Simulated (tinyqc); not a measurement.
Plane-wave Kohn-Sham cycle with exchange-only LDA in a layered model solid, step by step. Computed by tinyqc, a small Python program that keeps every step. Settings: points = 16, plane-wave index or count = 3, electrons = 2, k points = 1, area = 23.0, mixing = 0.8, iteration cap = 59, Kerker q0 = 0.62. Command: `OMP_NUM_THREADS=1 python tinyqc.py 30127 30128 out.jsonl` (the two numbers bound the seeds that draw the settings). One thread of a shared host (Intel(R) Xeon(R) Processor @ 2.60GHz), about 0.01 s of CPU time with the checks. Later iterations appear only in the table of the cycle.

## Iteration 1: potential

A solid whose potential varies along x alone (atomic units):
```
parameter,value
period a,17.100000
cross-section of the cell,23.000000
electrons per cell,2
grid points,16
"plane waves -n..n, n",3
k points,1
V1 in V1 cos(2 pi x/a),-0.120000
```

density at the start, on the grid x_j = j a/N (e/bohr^3): 0.00508518  0.00508518  0.00508518  0.00508518  0.00508518  0.00508518  0.00508518  0.00508518  0.00508518  0.00508518  0.00508518  0.00508518  0.00508518  0.00508518  0.00508518  0.00508518

V_H(G) = 4 pi rho(G)/G^2 for G != 0 (uniform background); v_x = -(3 rho/pi)^(1/3); V = V_ext + V_H + v_x; Fourier components f(G_m) = (1/N) sum_j f(x_j) exp(-i G_m x_j).

Potentials on the grid (hartree):
```
x,V_ext,V_H,v_x,V
0.000000,-0.120000,0.000000,-0.169340,-0.289340
1.068750,-0.110866,0.000000,-0.169340,-0.280205
2.137500,-0.084853,0.000000,-0.169340,-0.254193
3.206250,-0.045922,0.000000,-0.169340,-0.215262
4.275000,0,0.000000,-0.169340,-0.169340
5.343750,0.045922,0.000000,-0.169340,-0.123418
6.412500,0.084853,0.000000,-0.169340,-0.084487
7.481250,0.110866,0.000000,-0.169340,-0.058474
8.550000,0.120000,0.000000,-0.169340,-0.049340
9.618750,0.110866,0.000000,-0.169340,-0.058474
10.687500,0.084853,0.000000,-0.169340,-0.084487
11.756250,0.045922,0.000000,-0.169340,-0.123418
12.825000,0,0.000000,-0.169340,-0.169340
13.893750,-0.045922,0.000000,-0.169340,-0.215262
14.962500,-0.084853,0.000000,-0.169340,-0.254193
16.031250,-0.110866,0.000000,-0.169340,-0.280205
```

V(G_m), m = 0, 1, 2, ... (hartree): -0.169340  -0.060000  0.000000  0.000000  0.000000  0.000000  0.000000

## Iteration 1: Hamiltonian at one k

k = 0.000000 2 pi / a

H(m,m') = (k + G_m)^2/2 delta + V(G_m - G_m'), with V(-G) = V(G).

H (hartree):
```
,-3,-2,-1,+0,+1,+2,+3
-3,0.438207,-0.060000,0.000000,0.000000,0.000000,0.000000,0.000000
-2,-0.060000,0.100681,-0.060000,0.000000,0.000000,0.000000,0.000000
-1,0.000000,-0.060000,-0.101835,-0.060000,0.000000,0.000000,0.000000
+0,0.000000,0.000000,-0.060000,-0.169340,-0.060000,0.000000,0.000000
+1,0.000000,0.000000,0.000000,-0.060000,-0.101835,-0.060000,0.000000
+2,0.000000,0.000000,0.000000,0.000000,-0.060000,0.100681,-0.060000
+3,0.000000,0.000000,0.000000,0.000000,0.000000,-0.060000,0.438207
```

## Iteration 1: levels at that k

Diagonalise the Hermitian matrix.

eigenvalues (hartree): -0.230537  -0.118739  -0.059684  0.107045  0.109182  0.448748  0.448752

## Iteration 1: new density

Motion across x is left out: the lowest 1 band(s) hold two electrons at each of the k points (j + 1/2)/nk - 1/2. Residual R = rho(out) - rho(in); rho(new) = rho(in) + 0.8 R, with R(G) scaled by G^2/(G^2 + 0.62^2) (Kerker). rho(out) = 2/(a A nk) sum |psi|^2 with psi = sum c exp(i G x). Harris energy E = band energy - dV sum rho (V_H/2 + v_x) + (3/4) dV sum rho v_x with rho(in), dV = a A/N, band energy = (2/nk) sum of the filled levels.

rho(out) (e/bohr^3): 0.01636363  0.01432681  0.00966063  0.00510005  0.00218113  0.00080184  0.00027943  0.00011201  0.00007541  0.00011201  0.00027943  0.00080184  0.00218113  0.00510005  0.00966063  0.01432681

density after iteration 1 (e/bohr^3): 0.00857116  0.00767236  0.00576802  0.00426456  0.00375224  0.00391113  0.00424593  0.00449265  0.00457787  0.00449265  0.00424593  0.00391113  0.00375224  0.00426456  0.00576802  0.00767236

energy per cell = -0.37640317 hartree

## Iteration 2: potential

As before.

Potentials on the grid (hartree):
```
x,V_ext,V_H,v_x,V
0.000000,-0.120000,0.181002,-0.201529,-0.140526
1.068750,-0.110866,0.157116,-0.194223,-0.147972
2.137500,-0.084853,0.097338,-0.176604,-0.164119
3.206250,-0.045922,0.027216,-0.159691,-0.178398
4.275000,0,-0.032374,-0.153022,-0.185396
5.343750,0.045922,-0.073640,-0.155152,-0.182870
6.412500,0.084853,-0.098248,-0.159459,-0.172853
7.481250,0.110866,-0.110692,-0.162489,-0.162315
8.550000,0.120000,-0.114435,-0.163510,-0.157945
9.618750,0.110866,-0.110692,-0.162489,-0.162315
10.687500,0.084853,-0.098248,-0.159459,-0.172853
11.756250,0.045922,-0.073640,-0.155152,-0.182870
12.825000,0,-0.032374,-0.153022,-0.185396
13.893750,-0.045922,0.027216,-0.159691,-0.178398
14.962500,-0.084853,0.097338,-0.176604,-0.164119
16.031250,-0.110866,0.157116,-0.194223,-0.147972
```

V(G_m), m = 0, 1, 2, ... (hartree): -0.167895  0.003731  0.009026  0.000486  0.000293  0.000147  0.000014

## Iteration 2: Hamiltonian at one k

k = 0.000000 2 pi / a

As before.

H (hartree):
```
,-3,-2,-1,+0,+1,+2,+3
-3,0.439652,0.003731,0.009026,0.000486,0.000293,0.000147,0.000014
-2,0.003731,0.102126,0.003731,0.009026,0.000486,0.000293,0.000147
-1,0.009026,0.003731,-0.100390,0.003731,0.009026,0.000486,0.000293
+0,0.000486,0.009026,0.003731,-0.167895,0.003731,0.009026,0.000486
+1,0.000293,0.000486,0.009026,0.003731,-0.100390,0.003731,0.009026
+2,0.000147,0.000293,0.000486,0.009026,0.003731,0.102126,0.003731
+3,0.000014,0.000147,0.000293,0.000486,0.009026,0.003731,0.439652
```

## Iteration 2: levels at that k

As before.

eigenvalues (hartree): -0.168829  -0.109603  -0.091294  0.101842  0.103072  0.439816  0.439877

## Iteration 2: new density

As before.

rho(out) (e/bohr^3): 0.00358484  0.00380947  0.00440967  0.00515736  0.00573212  0.00591292  0.00573949  0.00546096  0.00533402  0.00546096  0.00573949  0.00591292  0.00573212  0.00515736  0.00440967  0.00380947

density after iteration 2 (e/bohr^3): 0.00679953  0.00643100  0.00563881  0.00497702  0.00466331  0.00455131  0.00446697  0.00438138  0.00434372  0.00438138  0.00446697  0.00455131  0.00466331  0.00497702  0.00563881  0.00643100

energy per cell = -0.27779946 hartree

## Convergence

Stop when sqrt(dV sum R^2) is below 1e-8, dV = a A/N.

Course of the cycle:
```
iteration,E (hartree),norm of the residual
1,-0.37640317,1.12e-01
2,-0.27779946,4.51e-02
3,-0.27882928,4.44e-02
4,-0.28207061,5.84e-02
5,-0.29198269,6.59e-02
6,-0.28984672,7.15e-02
7,-0.29896098,7.17e-02
8,-0.28964045,7.04e-02
9,-0.29755506,7.01e-02
10,-0.28929955,6.99e-02
11,-0.29730952,6.99e-02
...,...,...
49,-0.29737723,6.99e-02
50,-0.28933181,6.99e-02
51,-0.29737723,6.99e-02
52,-0.28933181,6.99e-02
53,-0.29737723,6.99e-02
54,-0.28933181,6.99e-02
55,-0.29737723,6.99e-02
56,-0.28933181,6.99e-02
57,-0.29737723,6.99e-02
58,-0.28933181,6.99e-02
59,-0.29737723,6.99e-02
```

Not converged within 59 iterations: the residual has stopped falling: the iteration swings between two states. Reruns (cap 100 unless said): mixing 0.1: not converged; mixing 0.5, Kerker q0 1.0: converged in 55 (E = -0.26998); mixing 0.3, Pulay depth 5: converged in 20 (E = -0.26998); the original settings with a cap of 400: not converged.
